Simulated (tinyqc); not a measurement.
## Magnetoresistance against angle

Conductance G = G0 (1 + P1 P2 cos(phi)) at low bias, phi the angle between the magnetisations, normalised to Rp = RA/area at phi = 0.

Values chosen for this exercise:
```
symbol,value,unit,meaning
Dm,40,nm,diameter
P1,0.54,,spin polarisation of the reference layer
P2,0.66,,spin polarisation of the free layer
RA,2.1,ohm um^2,"resistance-area product, parallel state"
```

Magnetoresistance against angle:
```
phi (degree)  R (kohm)  R/Rp - 1 (%)  share of the full TMR (%)
0               1.6711             0                          0
20              1.6980        1.6101                     1.4538
45              1.8105        8.3375                     7.5281
70              2.0204        20.902                     18.873
90              2.2667        35.640                     32.180
110             2.5814        54.469                     49.181
135             3.0304        81.340                     73.443
160             3.4081        103.94                     93.850
180             3.5219        110.75                     100.00
```

R rises from 1.67 to 3.52 kohm, TMR0 = 111 %. It is the conductance that follows cos(phi), so at 90 degrees R has covered only (1 - P1 P2)/2 = 32.2 % of its range.

Numbers from tinyqc (`OMP_NUM_THREADS=1 python tinyqc.py 2450017 2450018 out.jsonl`; about 0.01 s on one thread of a shared Intel Xeon 2.30GHz).
